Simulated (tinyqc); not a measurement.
# Quantum point contact as a saddle point: effects of single changes

Potential V0 - m wx^2 x^2/2 + m wy^2 y^2/2; energies are counted from V0. Mode n = 0, 1, ... transmits T_n(E) = 1/(1 + exp(-2 pi (E - E_n)/wx)), E_n = wy (n + 1/2); each mode carries 2 q^2/h.

Parameters, values chosen for the exercise: temperature T = 1.5 K; transverse quantum hbar wy wy = 1.8 meV; curvature of the barrier hbar wx wx = 1.2 meV; Fermi level above the saddle point mu = 4.24 meV.

Constants: q = 1.602176634e-19 C, kB = 1.380649e-23 J/K, Vt = kB T/q. Results are converted to the units shown.

Each table varies one quantity; the others keep the values above.

## Conductance steps

g(T) = int g(E) (-df/dE) dE = int g(mu + x kB T) dx/(4 cosh^2(x/2)), g(E) the zero-temperature value at E, g = G/(2 q^2/h).

Result of one run:
```
mu (meV),g at T = 0,g(T),dg/dmu (1/meV)
1.29,0.8858,0.8382,0.5989
```

What becomes of these results when the Fermi level above the saddle point mu is changed from 1.29 to 2.89 meV, all else the same?

Result of the changed run:
```
mu (meV),g at T = 0,g(T),dg/dmu (1/meV)
2.89,1.730,1.687,0.9002
```

The whole series:
```
mu (meV),g at T = 0,g(T),dg/dmu (1/meV)
0,0.008904,0.01845,0.08750
0.32,0.04579,0.07764,0.3241
0.64,0.2040,0.2538,0.7987
0.96,0.5780,0.5617,1.016
1.29,0.8858,0.8382,0.5989
1.61,0.9796,0.9631,0.2334
1.93,1.013,1.024,0.2021
2.25,1.086,1.129,0.5086
2.57,1.336,1.369,0.9670
2.89,1.730,1.687,0.9002
3.21,1.936,1.899,0.4261
3.54,1.994,1.989,0.1807
3.86,2.032,2.055,0.2854
4.18,2.157,2.208,0.7096
4.5,2.500,2.500,1.031
```

g rises from 0.0184 to 2.50. The slope is smallest, 0.181 per meV, at mu = 3.54 meV (g = 1.99) and largest, 1.03, at 4.5 meV among the rows after the first. A riser is wx/(2 pi) = 0.191 meV wide by tunnelling and kB T = 0.129 meV by heat, against the spacing wy = 1.8 meV.

## Differential conductance at finite bias

Same model as above.

With the bias V split evenly and the saddle held fixed, dI/dV = [g(mu + V/2) + g(mu - V/2)]/2, each thermally averaged.

Differential conductance at finite bias:
```
V (mV),g(mu + V/2),g(mu - V/2),dI/dV
0,2.253,2.253,2.253
0.36,2.418,2.134,2.276
0.72,2.602,2.061,2.331
1.08,2.763,2.018,2.390
1.44,2.876,1.986,2.431
1.8,2.945,1.945,2.445
2.16,2.986,1.876,2.431
2.52,3.018,1.763,2.390
2.88,3.061,1.602,2.331
3.24,3.134,1.418,2.276
3.6,3.253,1.253,2.253
3.96,3.418,1.134,2.276
```

dI/dV moves up and down between 2.25 and 2.45 in units of 2 q^2/h. Right-movers gain modes (2.25 to 3.42) while left-movers lose them (2.25 to 1.13).

Numbers from tinyqc (`OMP_NUM_THREADS=1 python tinyqc.py 2740029 2740030 out.jsonl`; about 0.05 s on one thread of a shared Intel Xeon 2.30GHz).
